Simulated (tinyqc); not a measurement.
Landau levels of massless Dirac electrons: one step. Where EF lies. Two cases, with inputs chosen for the exercise.

Task: Fill the listed levels in order up to nu; give the partly filled level, its energy and its filled share.

Level 0 takes 2 n_B electrons and each higher level 4 n_B. At zero temperature and without broadening EF sits in the partly filled level.

Case 1.

Levels:
```
label    E (meV)  gap above (meV)
0        0.00000         69.68470
1       69.68470         28.86435
2       98.54904         22.14839
3      120.69743         18.67196
4      139.36939         16.45033
5      155.81972         14.87223
6      170.69195         13.67643
7      184.36837         12.72971
```

nu = 11.07292

Case 2.

Levels:
```
label    E (meV)  gap above (meV)
0        0.00000         93.39124
1       93.39124         38.68392
2      132.07516         29.68322
3      161.75838         25.02411
4      186.78249         22.04668
5      208.82917         19.93172
6      228.76089         18.32911
7      247.09001         17.06032
```

nu = 1.18162

Give: level; EF; filled share.

Result:

Case 1.

level: 3

EF = 120.697 meV
filled share = 0.268

Case 2.

level: 0

EF = 0.000 meV
filled share = 0.591

Computed by tinyqc, one run a case: `OMP_NUM_THREADS=1 python tinyqc.py N N+1 out.jsonl` with N = 1252335, 1280732; one thread of a shared Intel(R) Xeon(R) Processor @ 2.30GHz, about 0.01 s a run at most.
